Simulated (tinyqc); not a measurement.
## Capacitances against the relative permittivity between the lines

Endless row of lines of width wl, height tl and space sl between grounded planes at distance hd; e2 fills the gaps beside the lines, e1 the rest. Laplace's equation is solved on meshes of 3, 6 and 12 steps per unit u and extrapolated (Aitken), which is good to about 0.2 %. C_even (all lines at 1 V) is the capacitance Cg to the planes; C_odd (neighbours in antiphase) = Cg + 4 Cc if only nearest neighbours couple, which defines Cc; total with quiet neighbours Cg + 2 Cc. Plate values 2 eps0 e1 wl/hd and eps0 e2 tl/sl.

Inputs (values chosen for the exercise):

| symbol | value | unit | meaning |
|---|---|---|---|
| e1 | 2.7 |  | relative permittivity above and below the lines |
| wl | 6 | u | line width, in units u |
| tl | 8 | u | line height |
| sl | 4 | u | space between lines |
| hd | 4 | u | distance to each plane |

Constants: eps0 = 8.8541878128e-12 F/m. Results are converted to the units shown.

The same in every row: plate Cg (aF/um) = 71.7.

Results:
```
e2	Cg (aF/um)	Cc (aF/um)	Cg + 2 Cc (aF/um)	C_odd (aF/um)	plate Cc (aF/um)	share of coupling, 2 Cc/(Cg + 2 Cc) (%)
1	108	23.4	155	202	17.7	30.2
1.5	110	32.1	174	238	26.6	36.9
2	111	40.8	193	274	35.4	42.4
2.5	112	49.5	211	310	44.3	47.0
3	113	58.3	229	346	53.1	50.9
5	115	93.5	302	489	88.5	62.0
7	116	129	373	631	124	69.0
```

Estimate the missing row, e2 = 3.9.

Computed row:
```
e2	Cg (aF/um)	Cc (aF/um)	Cg + 2 Cc (aF/um)	C_odd (aF/um)	plate Cc (aF/um)	share of coupling, 2 Cc/(Cg + 2 Cc) (%)
3.9	114	74.1	262	410	69.1	56.6
```

With this row back in the table: As e2 goes from 1 to 7, Cg rises from 108 to 116 aF/um, Cc rises from 23.4 to 129 aF/um and the share of coupling rises from 30.2 to 69.0 %. Cg is 1.51 times its plate value in the first row and 1.61 times in the last; for Cc the ratios are 1.32 and 1.04. Neighbours in antiphase raise the load by a factor of 1.30 and 1.69 over quiet ones.

Computed by the program tinyqc: `OMP_NUM_THREADS=1 python tinyqc.py 2790227 2790228 out.jsonl`, one thread of a shared Intel Xeon 2.30GHz, about 0.5 s for the whole run.
